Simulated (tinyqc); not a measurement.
Contact resistivity and sheet resistance from two contact lengths.

Problem. Rc = [sqrt(rc Rsh)/Wc] coth(Lc/(2 LT)), LT = sqrt(rc/Rsh), Wc = 96 nm; the second contact is twice as long as the first. Find LT, rc and Rsh.

Rc for Lc = 18 and 36 nm (ohm): 205.637066  115.675906

Solution. With t = tanh(Lc/(2 LT)) for the shorter contact, the resistance of the longer over that of the shorter is (1 + t^2)/2. Then sqrt(rc Rsh) = Rc t Wc, and rc and Rsh follow by multiplying and dividing by LT.

LT = 24.4 nm
rc = 1.70e-9 ohm cm^2
Rsh = 287 ohm

Numbers from tinyqc (`OMP_NUM_THREADS=1 python tinyqc.py 2170024 2170025 out.jsonl`; about 0.03 s on one thread of a shared Intel Xeon 2.30GHz).
